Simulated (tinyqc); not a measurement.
Inside a calculation. Method: inverse iteration on a symmetric matrix. One step of it, computed by the program tinyqc.

Problem. Step 3. solve (A - shift) w = v; v' = w/|w| with its largest component positive (the first on a tie); lambda = v'^T A v'.

A, lower triangle:
```
           1          2         3          4         5         6
1   0.916000
2  -0.202000   1.229000
3   1.568000  -0.673000  1.352000
4   1.602000  -0.092000  1.482000   1.693000
5  -0.701000  -0.093000  0.538000  -1.225000  1.815000
6   1.118000  -0.268000  1.485000  -0.057000  0.160000  2.301000
```

vector after step 2: 0.100025  0.956394  -0.032334  0.011471  0.065926  0.264162

shift = 1.270000

Give: vector after step 3; Rayleigh quotient after step 3.

Solution.

vector after step 3: -0.0036  0.1665  -0.3387  -0.3390  -0.5752  0.6416

Rayleigh quotient after step 3 = 1.3119
